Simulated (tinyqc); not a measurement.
Worked calculation: Landau-Devonshire theory of a uniaxial ferroelectric. Computed by tinyqc, a small Python program that keeps every step. Command: `OMP_NUM_THREADS=1 python tinyqc.py 3010090 3010091 out.jsonl ferro walk`. One thread of a shared host (Intel(R) Xeon(R) Processor @ 2.30GHz), about 0.01 s of CPU time with the checks. Intermediate numbers are printed to about 6 digits and carried at full precision; extremes and crossings named in words are read from the listed rows.

G(P) = (alpha/2) P^2 + (beta*/4) P^4 + (gamma/6) P^6 - E P per volume, SI units, one domain, P along the polar axis, which is normal to the film.

Inputs (values chosen for the exercise, modelled on lead titanate):
```
quantity                         value         unit
alpha_0                         734000  J m/(C^2 K)
Curie-Weiss temperature T0         752            K
beta                         -2.77e+08    J m^5/C^4
gamma                         1.52e+09    J m^9/C^6
temperature T                      667            K
misfit strain u_m               -0.018            -
electrostriction Q12            -0.026      m^4/C^2
compliance s11 + s12           5.5e-12        m^2/N
applied field E                     17         MV/m
start of Newton steps P0/Ps       0.35            -
```

Sample: epitaxial film.

Constants: eps_0 = 8.8541878128e-12 F/m.

## Coefficients at T

alpha = alpha_0 (T - T0*), with clamping: T0* = T0 + 4 Q12 u_m/(alpha_0 (s11 + s12)), beta* = beta + 4 Q12^2/(s11 + s12).

T0* = 1215.71 K

alpha = -4.02754e+08 J m/C^2

beta* = 2.14636e+08 J m^5/C^4

Compression raises T0 by 464 K. beta* > 0: the transition is of second order, although the free crystal has a first-order one.

## Spontaneous polarisation, susceptibility, coercive field

Ps^2 = [-beta* + sqrt(beta*^2 - 4 alpha gamma)]/(2 gamma). chi = 1/(eps_0 G''), G'' = alpha + 3 beta* P^2 + 5 gamma P^4 at Ps. Ps, chi and the coercive field are for perfect screening, without a depolarising field. The intrinsic coercive field is |alpha P + beta* P^3 + gamma P^5| at the P_c where G'' = 0. 1 C/m^2 = 100 microcoulomb/cm^2.

spontaneous polarisation Ps = 67.0050 microcoulomb/cm^2

susceptibility chi = 79.6320

well depth G(Ps) = -56.6690 MJ/m^3

P_c = 43.7844 microcoulomb/cm^2

intrinsic coercive field = 133.868 MV/m

P_c/Ps = 0.653, above the 0.577 of a quartic well, as the sixth-order term matters. Real switching runs by domain nucleation at far lower fields.

## Polarisation in the field by Newton steps

Solve G'(P) = alpha P + beta* P^3 + gamma P^5 - E = 0 by P(new) = P - G'/G'' from P0; stop when the step is below 1e-11 C/m^2 (G' under 1e-6 MV/m is shown as 0).

Newton steps:
```
step  P (microcoulomb/cm^2)     G' (MV/m)  G'' (MJ m/C^2)
1                   23.4518  -1.07606e+02        -344.351
2                   -7.7972   1.42975e+01        -398.558
3                   -4.2099  -6.05993e-02        -401.589
4                   -4.2250             0        -401.580
5                   -4.2250             0        -401.580
```

P at the end of the steps = -4.22501 microcoulomb/cm^2

1/(eps_0 G'') there = -281.241

The steps end on a root with G'' < 0, the maximum of G between the wells: the start lay inside P_c, where the curvature is negative.

Reruns converge with start of Newton steps P0/Ps = 1.0; or with start of Newton steps P0/Ps = 2.0.

Checks made by the program: Ps against a numerical root of G'(P)/P (relative difference below 1e-10).
